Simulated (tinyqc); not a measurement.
One level coupled to a phonon between two leads, self-consistent Born approximation: two steps of the calculation.

Wide-band leads with mu_L = +V/2 and mu_R = -V/2; phonons in equilibrium, Nq = 1/(exp(w0/kB T) - 1). Scattering links only energies that differ by w0, so a ladder E_k = E1 + k w0 closes on itself; terms that reach past its ends are dropped. Gn and Gp are the electron and hole parts of the spectral function A = Gn + Gp.

Values chosen for this exercise:
- T = 150 K (temperature of leads and phonons)
- w0 = 80 meV (phonon energy)
- ed = -22 meV (level)
- GL = 8.3 meV (coupling to the left lead)
- GR = 58 meV (coupling to the right lead)
- M = 14 meV (electron-phonon matrix element)
- V = 303 mV (bias)
- nr = 7 (rungs of the ladder shown)
- E1 = -238 meV (lowest rung)

Constants: q = 1.602176634e-19 C, kB = 1.380649e-23 J/K, Vt = kB T/q. Results are converted to the units shown.

Question 1. The ladder and the first Green functions. |G|^2 = 1/[(E - ed)^2 + (GL + GR + Sin + Sout)^2/4], Gn = |G|^2 (GL fL + GR fR + Sin), Gp = |G|^2 (GL (1 - fL) + GR (1 - fR) + Sout), f = 1/(1 + exp((E - mu)/kB T)). On a single ladder the real part of the phonon self-energy, which needs all energies, is left out. At the start Sin = Sout = 0.

Give: E; fL; fR; Gn; Gp; Nq.

Answer 1.

```
rung  E (meV)         fL          fR  Gn (1/meV)  Gp (1/meV)
0        -238     1.0000     0.99876   0.0013868   1.5052e-6
1        -158     1.0000     0.62313   0.0022680   0.0011155
2         -78     1.0000   0.0033809   0.0020062    0.013649
3           2    0.99999   6.9602e-6   0.0049556    0.034628
4          82    0.99540   1.4281e-8   6.9340e-4   0.0048711
5         162    0.30740  2.9300e-11   7.2991e-5   0.0018237
6         242  9.0978e-4  6.0115e-14   1.0666e-7   9.3640e-4
```

Nq = 0.0020559

Question 2. Scattering functions. Sin(E) = M^2 [(Nq + 1) Gn(E + w0) + Nq Gn(E - w0)], Sout(E) = M^2 [(Nq + 1) Gp(E - w0) + Nq Gp(E + w0)]. Nq = 1/(exp(w0/kB T) - 1).

```
rung  Gn after iteration 1 (1/meV)  Gp after iteration 1 (1/meV)
0                     0.0013957276                  1.5141599e-6
1                     0.0022866018                  0.0011150495
2                     0.0022151183                   0.013574918
3                     0.0047658125                   0.034276407
4                     6.8118459e-4                  0.0053355003
5                     7.2932938e-5                  0.0018494263
6                     1.0706064e-7                  9.4130237e-4
```

Find: Sin; Sout.

Answer 2.

```
rung  Sin (meV)  Sout (meV)
0        0.4491    4.493e-4
1        0.4356    0.005768
2        0.9369      0.2328
3        0.1347       2.668
4       0.01624       6.733
5      2.955e-4       1.048
6      2.939e-5      0.3632
```

Range of the model: The self-consistent Born approximation keeps only non-crossing phonon lines and no Hartree shift; it is rough once the coupling nears the phonon energy.

tinyqc, about 0.04 s, one thread, Intel Xeon 2.30GHz (shared host): `OMP_NUM_THREADS=1 python tinyqc.py 2720003 2720004 out.jsonl`
